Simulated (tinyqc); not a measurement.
Splitting and spin direction around the circle: two-dimensional electron gas with Rashba and Dresselhaus coupling.

H = c k^2/m + al (ky sx - kx sy) + b1 (kx sx - ky sy) + gam kx ky (kx sy - ky sx), s the Pauli matrices, x = [100], c = hbar^2/2m0, b1 = gam (pi/L)^2 (hard walls). H = c k^2/m + B.s, so E = c k^2/m -/+ |B| and the lower state has its spin along -B.

Constants: hbar^2/2m0 = 3.80998211 eV angstrom^2.

Parameters, chosen for this exercise (of the size met in InAs; shifted at random, so the results belong to these values and not to a real crystal): m = 0.0245 m0 (mass); al = 0.18 eV angstrom (Rashba constant); gam = 28.9 eV angstrom^3 (bulk Dresselhaus constant); L = 163 angstrom (width of the (001) well); n = 3.1 1e11/cm^2 (sheet density (one subband filled)).

At |k| = k0 = sqrt(2 pi n), 1e11/cm^2 = 1e-5/angstrom^2.

Around the circle:
```
phi (deg)  Bx (meV)  By (meV)  splitting (meV)  lower spin (deg)
0.0          0.1498   -2.5121           5.0332              93.4
22.5         1.0891   -2.3526           5.1849             114.8
45.0         1.8545   -1.8545           5.2454             135.0
67.5         2.3526   -1.0891           5.1849             155.2
90.0         2.5121   -0.1498           5.0332             176.6
135.0        1.6982    1.6982           4.8032            -135.0
157.5        0.8336    2.2892           4.8725            -110.0
```

Give the missing row, phi (deg) = 112.5.

Computed row:
```
phi (deg)  Bx (meV)  By (meV)  splitting (meV)  lower spin (deg)
112.5        2.2892    0.8336           4.8725            -160.0
```

The splitting runs from 4.8032 meV at 135 to 5.2454 meV at 45 degrees. Along [110] it is 2 k |al + b1 - 2 b3| and along [-110] 2 k |al - b1 + 2 b3|, b3 = gam k^2/4. From 0 to 90 degrees the spin turns with k (+83 degrees), the sense of the Rashba term.

(tinyqc, `OMP_NUM_THREADS=1 python tinyqc.py 1480502 1480503 out.jsonl`, Intel(R) Xeon(R) Processor @ 2.30GHz, 1 thread, shared host, about 0.01 s.)
